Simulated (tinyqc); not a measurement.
# Absorption edge of a degenerate semiconductor, band filling against gap narrowing, step by step

Computed by the program tinyqc: `OMP_NUM_THREADS=1 python tinyqc.py 2330039 2330040 out.jsonl`, one thread of a shared Intel Xeon 2.30GHz, about 0.01 s for the whole run. Printed values are rounded.

n-type, parabolic bands, full ionisation. eta = (EF - Ec)/kB T solves N = Nc F12(eta), F12(x) = (2/sqrt(pi)) int_0^infinity sqrt(u)/(1 + exp(u - x)) du. The gap shrinks rigidly by dEg = a3 y^(1/3) + a4 y^(1/4) + a2 y^(1/2), y = N/1e18 cm^-3, an empirical law that is here taken as the true narrowing.

Parameters, values chosen for the exercise; band and dielectric values close to those of In0.53Ga0.47As:
- T = 350 K (temperature)
- Eg = 0.741 eV (band gap)
- Nc = 2.55e17 cm^-3 (conduction-band density of states at 350 K, from me)
- me = 0.0402 m0 (electron mass)
- mh = 0.454 m0 (hole mass)
- N = 6.6e16 cm^-3 (ionised donor density)
- a3 = 10.3 meV (coefficient of (N/1e18)^(1/3))
- a4 = 7 meV (coefficient of (N/1e18)^(1/4))
- a2 = 4.2 meV (coefficient of (N/1e18)^(1/2))

Constants: q = 1.602176634e-19 C, kB = 1.380649e-23 J/K, h = 6.62607015e-34 J s, c = 299792458 m/s, Vt = kB T/q. Results are converted to the units shown.

Range of the model: Band tails, non-parabolic bands and incomplete ionisation are left out.

## Iteration 1: Fermi level

eta at the start (Boltzmann value) = -1.3516

Newton step on ln F12(eta) = ln(N/Nc): eta(new) = eta - ln(Nc F12/N) F12/Fm, Fm(x) = dF12/dx = (1/sqrt(pi)) int_0^infinity u^(-1/2)/(1 + exp(u - x)) du.

F12 = 0.238004
Fm = 0.219643
eta after iteration 1 = -1.26073

## Course of the iteration

Stop when eta changes by less than 1e-9.

Course of the iteration:
```
iteration,eta,change
1,-1.26073,0.0909
2,-1.26043,3.00e-4
3,-1.26043,3.42e-9
4,-1.26043,< 1e-14
```

Converged in 4 iterations.

## The optical edge

converged eta = -1.26043

Vertical transitions need an empty final state: the edge is taken where the state lies 4 kB T below EF, E_opt = Eg - dEg + (1 + me/mh) max(eta - 4, 0) kB T; wavelength h c/(q E_opt).

dEg = 8.78948 meV
EF - Ec = -38.0154 meV
filling shift = 0 meV
E_opt = 0.732211 eV
wavelength = 1693.29 nm

The edge lies 8.79 meV below the undoped gap: narrowing outweighs filling.
